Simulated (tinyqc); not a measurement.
Inside a calculation. Method: CCSD on RHF in the sto-3g basis, for H3+, spin multiplicity 1. Computed by tinyqc, a small Python program that keeps every step (integrals from PySCF). Settings: charge = 1, multiplicity = 1, basis = sto-3g, method = RHF, energy threshold = 1e-10, iteration cap = 73, orthogonalisation = symmetric, start = core, DIIS depth = 6, amplitude equations = CCSD, DIIS depth for amplitudes = 0, cap on updates = 56. Command: `OMP_NUM_THREADS=1 python tinyqc.py 30886 30887 out.jsonl` (the two numbers bound the seeds that draw the settings). One thread of a shared host (Intel(R) Xeon(R) Processor @ 2.60GHz), about 0.1 s of CPU time with the checks. The early iterations of the SCF are left out here.

## One-electron integrals

Geometry (angstrom):
```
atom         x         y         z
H     0.000000  0.000000  0.000000
H     0.000000  0.000000  1.097000
H     0.000000  1.200000  0.114000
```

Basis sto-3g: exponents (1/bohr^2) and contraction coefficients of normalised primitives:
```
element  l (shell)  exponent  coefficient
H            s (1)  3.425251     0.154329
H            s (1)  0.623914     0.535328
H            s (1)  0.168855     0.444635
```

Overlap, kinetic and nuclear-attraction integrals over the contracted functions; the nuclear repulsion is the sum of Za Zb / Rab.

nuclear repulsion = 1.26252599 hartree

overlap S, lower triangle:
```
          1H 1s     2H 1s     3H 1s
1H 1s  1.000000
2H 1s  0.441232  1.000000
3H 1s  0.384323  0.238503  1.000000
```

kinetic energy T (hartree), lower triangle:
```
          1H 1s     2H 1s     3H 1s
1H 1s  0.760032
2H 1s  0.079175  0.760032
3H 1s  0.051654  0.005641  0.760032
```

nuclear attraction V (hartree), lower triangle:
```
           1H 1s      2H 1s      3H 1s
1H 1s  -2.131894
2H 1s  -0.852779  -2.038910
3H 1s  -0.723729  -0.429944  -1.999657
```

core Hamiltonian H = T + V (hartree), lower triangle:
```
           1H 1s      2H 1s      3H 1s
1H 1s  -1.371862
2H 1s  -0.773604  -1.278878
3H 1s  -0.672075  -0.424303  -1.239625
```

## Two-electron integrals

Functions are numbered as in S; the eight-fold symmetry (ij|kl) = (ji|kl) = (kl|ij) leaves the list below.

Two-electron integrals (ij|kl) in chemists' order, unique and non-zero (hartree):
```
(11|11) 0.774606   (21|11) 0.266801   (21|21) 0.121674   (22|11) 0.447605
(22|21) 0.266801   (22|22) 0.774606   (31|11) 0.224803   (31|21) 0.085322
(31|22) 0.155961   (31|31) 0.089853   (32|11) 0.114882   (32|21) 0.055022
(32|22) 0.126040   (32|31) 0.048268   (32|32) 0.031927   (33|11) 0.416388
(33|21) 0.171484   (33|22) 0.335457   (33|31) 0.224803   (33|32) 0.126040
(33|33) 0.774606
```

## Orthogonalisation

S = U s U^T; symmetric (Loewdin) form X = U s^(-1/2) U^T, so that X^T S X = 1.

eigenvalues of S: 0.519417  0.764841  1.715742

X, lower triangle:
```
           1H 1s      2H 1s     3H 1s
1H 1s   1.136034
2H 1s  -0.236195   1.090870
3H 1s  -0.193102  -0.067983  1.067506
```

## Iteration 5 (converged): orbitals

converged F (hartree), lower triangle:
```
           1H 1s      2H 1s      3H 1s
1H 1s  -0.676000
2H 1s  -0.601861  -0.592356
3H 1s  -0.538744  -0.388729  -0.564899
```

Diagonalise F' = X^T F X, C = X C', fill 1 alpha and 1 beta electrons from the bottom; D = 2 C_occ C_occ^T. Each column has its largest component positive (the first on a tie).

F' = X^T F X (hartree), lower triangle:
```
           1          2          3
1  -0.402640
2  -0.360166  -0.394722
3  -0.306264  -0.154498  -0.408956
```

orbital energies (hartree): MO1 -0.957474, MO2 -0.251356, MO3 0.002513

coefficients C:
```
            MO1        MO2        MO3
1H 1s  0.504540  -0.098171   1.058041
2H 1s  0.419574  -0.714315  -0.751078
3H 1s  0.390866   0.887461  -0.491036
```

D after iteration 5, lower triangle:
```
          1H 1s     2H 1s     3H 1s
1H 1s  0.509122
2H 1s  0.423383  0.352084
3H 1s  0.394416  0.327994  0.305553
```

## Convergence

Stop when the energy changes by less than 1e-10 hartree and every element of the error matrix X^T (F D S - S D F) X is below 3e-06.

Course of the cycle:
```
iteration  E (hartree)     change  largest element of the error matrix
1          -1.17919868          -                             1.04e-01
2          -1.19033437  -1.11e-02                             1.18e-02
3          -1.19046949  -1.35e-04                             3.85e-05
4          -1.19046950  -2.04e-09                             4.62e-06
5          -1.19046950  -2.98e-11                             3.24e-11
```

PySCF RHF in the same basis = -1.19046950 hartree

Converged in 5 iterations.

## Integrals over molecular orbitals

(pq|rs) = sum C_ip C_jq C_kr C_ls (ij|kl), one index at a time.

one-electron integrals over orbitals h = C^T H C (hartree), lower triangle:
```
           1          2          3
1  -1.495521
2   0.017247  -1.095514
3  -0.041116  -0.005268  -0.941179
```

Two-electron integrals over orbitals (pq|rs), unique and non-zero (hartree):
```
(11|11) 0.538047    (21|11) -0.017247   (21|21) 0.143952    (22|11) 0.494055
(22|21) 0.045058    (22|22) 0.585599    (31|11) 0.041116    (31|21) 0.002349
(31|22) -0.073059   (31|31) 0.147154    (32|11) 0.003808    (32|21) -0.111598
(32|22) -0.021566   (32|31) -0.035010   (32|32) 0.105115    (33|11) 0.545423
(33|21) -0.047985   (33|22) 0.465251    (33|31) 0.088883    (33|32) 0.019321
(33|33) 0.605922
```

## CCSD: starting amplitudes

t_ij^ab = <ij||ab> / (e_i + e_j - e_a - e_b), whose energy is MP2.

Starting amplitudes (spin orbitals 1a, 1b, ...; amplitudes related by a flip of all spins are not repeated):
```
from      to          t
1a 1b  2a 2b  -0.101932
1a 1b  3a 3b  -0.076644
1a 1b  2a 3b  -0.001410
```

correlation energy = -0.02595836 hartree

## CCSD: amplitude update 1

t_i^a D_i^a and t_ij^ab D_ij^ab are set to the remaining terms of the spin-orbital equations, evaluated with the old amplitudes; for the doubles these are <ij||ab> + 1/2 <ab||ef> t_ij^ef + 1/2 <mn||ij> t_mn^ab + P(ij)P(ab) <mb||ej> t_im^ae + terms in t^2 + terms with t1, D the orbital-energy denominators.

Amplitudes after update 1 (spin orbitals 1a, 1b, ...; amplitudes related by a flip of all spins are not repeated):
```
from      to          t
1a 1b  2a 2b  -0.135164
1a 1b  3a 3b  -0.099683
1a        3a  -0.008132
1a        2a   0.004743
1a 1b  2a 3b  -0.002958
```

correlation energy = -0.03412692 hartree

## CCSD: convergence

E_corr = 1/4 sum <ij||ab> t_ij^ab + 1/2 sum <ij||ab> t_i^a t_j^b; stop when the norm of the change is below 1e-8.

Course of the amplitude iterations:
```
update  correlation energy (hartree)  norm of the change
0                        -0.02595836                   -
1                        -0.03412692            8.21e-02
2                        -0.03669526            2.77e-02
3                        -0.03753492            1.04e-02
4                        -0.03782428            4.48e-03
5                        -0.03793065            2.12e-03
6                        -0.03797271            1.06e-03
7                        -0.03799059            5.47e-04
8                        -0.03799870            2.85e-04
9                        -0.03800256            1.49e-04
10                       -0.03800447            7.86e-05
11                       -0.03800543            4.15e-05
12                       -0.03800593            2.20e-05
13                       -0.03800618            1.17e-05
14                       -0.03800632            6.20e-06
15                       -0.03800639            3.30e-06
16                       -0.03800642            1.76e-06
17                       -0.03800644            9.45e-07
18                       -0.03800645            5.07e-07
19                       -0.03800646            2.72e-07
20                       -0.03800646            1.47e-07
21                       -0.03800646            7.91e-08
22                       -0.03800646            4.27e-08
23                       -0.03800646            2.31e-08
24                       -0.03800646            1.25e-08
25                       -0.03800646            6.79e-09
```

Converged amplitudes (spin orbitals 1a, 1b, ...; amplitudes related by a flip of all spins are not repeated):
```
from      to          t
1a 1b  2a 2b  -0.155934
1a 1b  3a 3b  -0.105986
1a        3a  -0.016880
1a        2a   0.009561
1a 1b  2a 3b  -0.003739
```

CCSD total energy = -1.22847596 hartree

T1 diagnostic, norm of the one-spin t1 over sqrt(correlated electrons) = 0.013718

Converged in 25 updates.
